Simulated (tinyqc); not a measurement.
# Front-illuminated p-i-n photodiode, quantum efficiency and bandwidth: two studies

Light enters through a p layer (0 to xp), a depleted layer (xp to xp + wi) and a thick n substrate, decaying as exp(-al x); one pass, no back reflection. Carriers made in the depleted layer are all collected; those in the neutral layers diffuse.

Values chosen for this exercise; values close to those of In0.53Ga0.47As at this wavelength: wavelength lam = 1550 nm; absorption coefficient al = 7310 1/cm; reflectance of the front face Rf = 0.05; relative permittivity eps_r = 13.4; thickness of the front p layer xp = 0.11 um; thickness of the depleted layer wi = 1.9 um; electron diffusion coefficient in the p layer Dn = 100 cm^2/s; electron diffusion length in the p layer Ln = 6.5 um; recombination velocity of the front surface S = 9e6 cm/s; hole diffusion length in the thick n substrate Lp = 3.9 um; electron drift velocity ve = 6.97e6 cm/s; hole drift velocity vh = 5.06e6 cm/s; diameter dia = 140 um; load resistance RL = 50 ohm; parasitic capacitance Cp = 5 fF.

Constants: q = 1.602176634e-19 C, h = 6.62607015e-34 J s, c = 299792458 m/s, eps0 = 8.8541878128e-14 F/cm where lengths are in cm. Results are converted to the units shown.

Each table varies one quantity; the others keep the values above.

## Efficiency and bandwidth against the thickness of the depleted layer

k = al Ln, s = S Ln/Dn, e = exp(-al xp); front layer f1 = (k/(k^2 - 1)) {[s + k - e (s cosh(xp/Ln) + sinh(xp/Ln))]/[s sinh(xp/Ln) + cosh(xp/Ln)] - k e}; depleted layer f2 = e (1 - exp(-al wi)); substrate f3 = e exp(-al wi) al Lp/(1 + al Lp); external efficiency (1 - Rf)(f1 + f2 + f3); responsivity = efficiency q lam/(h c). Drift response for pairs made in the depleted layer, a = al wi, g = 1 - exp(-a), u = 2 pi i f, te = wi/ve, th = wi/vh: electrons He = [g - a (exp(-a) - exp(-u te))/(u te - a)]/(u te g), holes Hh = [g - a (1 - exp(-a - u th))/(a + u th)]/(u th g); C = eps0 eps_r pi (dia/2)^2/wi + Cp; total |He + Hh|/sqrt(1 + (2 pi f RL C)^2), for the current of the depleted layer alone. Limits are the frequencies at which each factor falls to 1/sqrt(2); inverse-square sum (f_transit^-2 + f_RC^-2)^(-1/2); the diffusion currents f1 and f3 are left out of the bandwidth.

Result of one run:

| wi (um) | f2 | f1 + f3 | responsivity (A/W) | transit limit (GHz) | RC limit (GHz) | 3 dB bandwidth (GHz) | inverse-square sum (GHz) | bandwidth x (1 - Rf) f2 (GHz) |
|---|---|---|---|---|---|---|---|---|
| 1.1 | 0.5098 | 0.3635 | 1.037 | 30.15 | 1.911 | 1.906 | 1.908 | 0.9232 |

What becomes of these results when the thickness of the depleted layer wi is changed from 1.1 to 0.24 um, all else the same?

Result of the changed run:

| wi (um) | f2 | f1 + f3 | responsivity (A/W) | transit limit (GHz) | RC limit (GHz) | 3 dB bandwidth (GHz) | inverse-square sum (GHz) | bandwidth x (1 - Rf) f2 (GHz) |
|---|---|---|---|---|---|---|---|---|
| 0.24 | 0.1485 | 0.6310 | 0.9257 | 133.7 | 0.4180 | 0.4180 | 0.4180 | 0.05896 |

The whole series:

| wi (um) | f2 | f1 + f3 | responsivity (A/W) | transit limit (GHz) | RC limit (GHz) | 3 dB bandwidth (GHz) | inverse-square sum (GHz) | bandwidth x (1 - Rf) f2 (GHz) |
|---|---|---|---|---|---|---|---|---|
| 0.24 | 0.1485 | 0.6310 | 0.9257 | 133.7 | 0.4180 | 0.4180 | 0.4180 | 0.05896 |
| 0.4 | 0.2339 | 0.5677 | 0.9521 | 80.77 | 0.6964 | 0.6963 | 0.6963 | 0.1548 |
| 0.67 | 0.3573 | 0.4764 | 0.9901 | 48.74 | 1.166 | 1.165 | 1.165 | 0.3955 |
| 1.1 | 0.5098 | 0.3635 | 1.037 | 30.15 | 1.911 | 1.906 | 1.908 | 0.9232 |
| 1.9 | 0.6927 | 0.2281 | 1.094 | 17.86 | 3.294 | 3.221 | 3.240 | 2.119 |
| 3.2 | 0.8338 | 0.1236 | 1.137 | 10.83 | 5.529 | 4.791 | 4.924 | 3.795 |
| 5.4 | 0.9049 | 0.07097 | 1.159 | 6.425 | 9.274 | 5.099 | 5.281 | 4.383 |
| 9 | 0.9215 | 0.05873 | 1.164 | 3.735 | 15.31 | 3.596 | 3.628 | 3.148 |
| 15 | 0.9227 | 0.05779 | 1.165 | 2.151 | 25.11 | 2.141 | 2.143 | 1.877 |

As wi goes from 0.24 to 15, the responsivity rises from 0.926 to 1.16 A/W and the bandwidth goes from 0.418 through a maximum of 5.10 (at wi = 5.4 among the rows listed) to 2.14 GHz. The RC limit is the lower one for wi = 0.24, 0.4, 0.67, 1.1, 1.9, 3.2, the transit limit elsewhere. Adding inverse squares of the two limits is within 3.6 % of the full result. The product of bandwidth and fast efficiency goes from 0.0590 through a maximum of 4.38 (at wi = 5.4 among the rows listed) to 1.88 GHz. For wi = 0.24, 0.4, 0.67, 1.1, 1.9 the diffusion currents exceed 0.3 of the drift current; their own response times, left out, may then shape the whole response.

## Efficiency and bandwidth against the absorption coefficient

Same model as above.

lam is held fixed while al varies.

The same in every row: RC limit (GHz) = 3.294.

Efficiency and bandwidth against the absorption coefficient:

| al (1/cm) | f2 | f1 + f3 | responsivity (A/W) | transit limit (GHz) | 3 dB bandwidth (GHz) | inverse-square sum (GHz) | bandwidth x (1 - Rf) f2 (GHz) |
|---|---|---|---|---|---|---|---|
| 30 | 0.005682 | 0.01174 | 0.02069 | 16.73 | 3.210 | 3.232 | 0.01733 |
| 90 | 0.01694 | 0.03405 | 0.06055 | 16.74 | 3.210 | 3.232 | 0.05166 |
| 300 | 0.05522 | 0.1011 | 0.1856 | 16.78 | 3.211 | 3.232 | 0.1684 |
| 900 | 0.1556 | 0.2242 | 0.4511 | 16.89 | 3.212 | 3.233 | 0.4748 |
| 3000 | 0.4204 | 0.3194 | 0.8785 | 17.26 | 3.215 | 3.236 | 1.284 |
| 9000 | 0.7419 | 0.1979 | 1.116 | 18.03 | 3.222 | 3.241 | 2.271 |
| 30000 | 0.7165 | 0.2095 | 1.100 | 17.89 | 3.224 | 3.240 | 2.195 |
| 90000 | 0.3716 | 0.4467 | 0.9718 | 16.59 | 3.214 | 3.231 | 1.135 |
| 3e5 | 0.03688 | 0.6108 | 0.7692 | 16.28 | 3.211 | 3.229 | 0.1125 |

What does the table show?

As al goes from 30 to 3e5, the responsivity goes from 0.0207 through a maximum of 1.12 (at al = 9000 among the rows listed) to 0.769 A/W and the bandwidth stays near 3.21 GHz. The RC limit is the lower one in every row. Adding inverse squares of the two limits is within 0.68 % of the full result. Strong absorption puts the pairs into the front layer, where they must diffuse against surface loss; weak absorption lets light pass beyond a diffusion length of the junction. For al = 30, 90, 300, 900, 3000, 90000, 3e5 the diffusion currents exceed 0.3 of the drift current; their own response times, left out, may then shape the whole response.

tinyqc, about 0.01 s, one thread, Intel Xeon 2.30GHz (shared host): `OMP_NUM_THREADS=1 python tinyqc.py 2250105 2250106 out.jsonl`
